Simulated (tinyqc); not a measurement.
From results back to parameters: coherent potential approximation for a binary alloy with a semi-elliptic band.

Problem. With levels eA = -x d and eB = (1 - x) d on a semi-elliptic band of half width W, the alloy density has second moment W^2/4 + x (1 - x) d^2 and third moment x (1 - x)(1 - 2x) d^3 about its centre (exact, and kept by the CPA). The moments below come from hidden x and d > 0.

Values chosen for the exercise: W = 3 eV (half width of the pure band).
second moment = 2.484256 eV^2
third moment = 0.170070 eV^3

Find: d; x.

Solution. v = m2 - W^2/4 = x (1 - x) d^2 and u = m3/v = (1 - 2x) d; then d^2 = u^2 + 4v and x = (1 - u/d)/2.

d = 1.21 eV
x = 0.20

(tinyqc, `OMP_NUM_THREADS=1 python tinyqc.py 1482865 1482866 out.jsonl`, Intel(R) Xeon(R) Processor @ 2.30GHz, 1 thread, shared host, about 0.01 s.)
